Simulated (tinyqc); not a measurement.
Changing the Ge fraction x: composition and strain of an epitaxial Si(1-x)Ge(x) layer from Raman and X-ray peaks. Computed by tinyqc, a small Python program. Command: `OMP_NUM_THREADS=1 python tinyqc.py 3020101 3020102 out.jsonl epiraman sweep`. One thread of a shared host (Intel(R) Xeon(R) Processor @ 2.30GHz), about 0.04 s of CPU time with the checks.

A (001) layer, biaxially strained in the plane. The Raman peaks follow empirical lines omega = w0 + c1 x + c3 x^3 + b eps (c3 for Si-Ge alone), with eps the in-plane strain.

Inputs (values chosen for the exercise, modelled on silicon-germanium):

| quantity | value | unit |
|---|---|---|
| degree of relaxation R | 0 | - |
| lattice constant of Si | 5.431 | angstrom |
| lattice constant of Ge | 5.658 | angstrom |
| bowing B | 0.028 | angstrom |
| 2 C12/C11 of Si | 0.77 | - |
| 2 C12/C11 of Ge | 0.757 | - |
| Si-Si: w0 | 521 | 1/cm |
| Si-Si: c1 | -69.8 | 1/cm |
| Si-Si: strain coefficient b | -757 | 1/cm |
| Si-Ge: w0 | 400 | 1/cm |
| Si-Ge: c1 | 23.8 | 1/cm |
| Si-Ge: c3 | -33.1 | 1/cm |
| Si-Ge: strain coefficient b | -592 | 1/cm |
| Ge-Ge: w0 | 280.6 | 1/cm |
| Ge-Ge: c1 | 18.6 | 1/cm |
| Ge-Ge: strain coefficient b | -421 | 1/cm |
| X-ray wavelength | 1.540598 | angstrom |

Substrate: silicon.

Method:
- Relaxed lattice constant a(x) = a_Si + (a_Ge - a_Si) x - B x (1 - x).
- In-plane constant a_par = a_sub + R (a(x) - a_sub); eps = a_par/a(x) - 1; eps_perp = -(2 C12/C11) eps with 2 C12/C11 linear in x; a_perp = a(x) (1 + eps_perp).
- Insert x and eps in the three lines; the strain part is b eps.
- Bragg angle theta = arcsin(2 lambda/a) for (004), for the substrate with a_sub and the layer with a_perp; separation in arc seconds.

One run for each value:

| Ge fraction x | Si-Si peak (1/cm) | Si-Ge peak (1/cm) | Ge-Ge peak (1/cm) | in-plane strain eps (per mille) | separation, layer less substrate (arcsec) |
|---|---|---|---|---|---|
| 0.08 | 517.7 | 403.6 | 283.3 | -2.96 | -740 |
| 0.18 | 513.5 | 408.1 | 286.8 | -6.72 | -1674 |
| 0.29 | 509.0 | 412.6 | 290.6 | -10.94 | -2710 |
| 0.40 | 504.6 | 416.4 | 294.5 | -15.25 | -3756 |
| 0.50 | 500.7 | 419.1 | 298.0 | -19.23 | -4713 |
| 0.60 | 496.7 | 420.9 | 301.6 | -23.29 | -5676 |
| 0.71 | 492.5 | 421.5 | 305.5 | -27.82 | -6742 |
| 0.82 | 488.3 | 420.5 | 309.5 | -32.43 | -7812 |
| 0.92 | 484.5 | 417.8 | 313.2 | -36.68 | -8789 |

Describe and explain the trends.

Over the rows, Si-Si peak (1/cm) falls from 518 to 485 (exponent d ln y / d ln x -0.0099 between the first rows and -0.067 between the last); Si-Ge peak (1/cm) goes from 404 through a maximum among these rows, 422 at 0.710, to 418; Ge-Ge peak (1/cm) rises from 283 to 313 (exponent d ln y / d ln x 0.015 between the first rows and 0.10 between the last). Composition and strain both change with x. The Si-Si peak moves by -39.4 per cm per unit x on average, against c1 = -69.8 without strain: eps moves towards compression as x grows, which offsets part of the fall, in proportion to 1 - R.

Caution (rows 0.0800, 0.180, 0.820, 0.920): near either end one of the like-atom peaks is weak, since its intensity follows the number of such bonds. Caution (rows 0.600, 0.710, 0.820, 0.920): strains above 2 % survive only in layers a few nanometres thick, and the linear relations lose accuracy.

Extremes, crossings and ranges named in words are read from the listed rows.
